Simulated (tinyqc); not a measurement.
# Hydrogen passivation and dissociation of interface defects with a spread of activation energies, step by step

A worked calculation. Computed by tinyqc, a small Python program that keeps every step. Command: `OMP_NUM_THREADS=1 python tinyqc.py 3014162 3014163 out.jsonl passivation walk`. One thread of a shared host (Intel(R) Xeon(R) Processor @ 2.30GHz), about 0.01 s of CPU time with the checks. Intermediate numbers are printed to about 6 digits and carried at full precision; extremes and crossings named in words are read from the listed rows.

All defects start passivated and lose hydrogen by HP -> P + H; no hydrogen is supplied. Activation energies are normally distributed.

Inputs (values chosen for the exercise, for a model interface):
```
quantity                        value   unit
defect density N_0              9e+11  cm^-2
mean dissociation energy E_d     2.63     eV
spread s_d                      0.058     eV
prefactor k_d0                2.6e+13    1/s
anneal temperature T              940      K
anneal time t                   11000      s
```

Ambient: vacuum.

Constants: k_B = 8.617333262e-05 eV/K.

## Sites at the mean energies

b = k_d0 exp(-E_d/k_B T); the active share of one kind of site is 1 - exp(-b t).

dissociation rate b = 0.206214 1/s

active share, single energy = 1

## A five-point average

Gauss-Hermite nodes for a unit normal variable, z = 0, +/-1.355626, +/-2.856970 with weights 0.533333, 0.222076, 0.011257; the energy is E_d + s_d z.

Nodes:
```
z            weight  energy (eV)  rate (1/s)  active share
-2.856970  0.011257      2.46430     1.59491             1
-1.355626  0.222076      2.55137     0.54434             1
0.000000   0.533333      2.63000     0.20621             1
1.355626   0.222076      2.70863     0.07812             1
2.856970   0.011257      2.79570     0.02666             1
```

active share, five points = 0.999999

## Average over the spread

Full average: z from -5 to 5 in steps of 0.125 with normalised weights exp(-z^2/2), energy = mean + spread x z.

active share = 1

active defects = 9.00e+11 cm^-2

The spread changes the active share by less than the digits shown, at 1.00.

## Isochronal anneals

The formulas are those given above.

Same time, other temperatures:
```
T (K)      b (1/s)  active share, single energy  active share, spread
700    3.01861e-06                      0.03266               0.04954
750    5.52270e-05                      0.45529               0.48469
800    7.02591e-04                      0.99956               0.97585
850    6.62684e-03                      1.00000               0.99999
900    4.87104e-02                      1.00000               1.00000
950    2.90232e-01                      1.00000               1.00000
1000   1.44663e+00                      1.00000               1.00000
1050   6.18770e+00                      1.00000               1.00000
1100   2.31911e+01                      1.00000               1.00000
```

Hydrogen is lost over a window: solving the same formulas, the share goes from 10 to 90 % within 71 K with the spread and 56 K without, since weakly bound sites go early and strongly bound ones late; half is lost near 751 K, where k_B T ln(k_d0 t) is about E_d.

## Isothermal kinetics

Times are decades about 1/b of the mean site. The last column is the part of the change still to come; rows stop once it is below 1e-5.

Against time:
```
t (s)  active share, single energy  active share, spread  unreacted part
0.005                  1.03054e-03           1.33086e-03        0.998669
0.05                   1.02577e-02           1.31770e-02        0.986823
0.5                    9.79694e-02           1.20011e-01        0.879989
5                      6.43374e-01           6.35207e-01        0.364793
50                     9.99967e-01           9.92402e-01        0.007598
```

A single energy finishes within about two decades of time. With the spread the unreacted part is 0.99 at 0.05 s and still 0.0076 at 50 s, where one energy leaves 3.3e-5: a width of s/k_B T = 0.72 in ln(rate) stretches the decay only mildly.

Checks made by the program: the average on a grid twice as fine (relative difference below 1e-10).
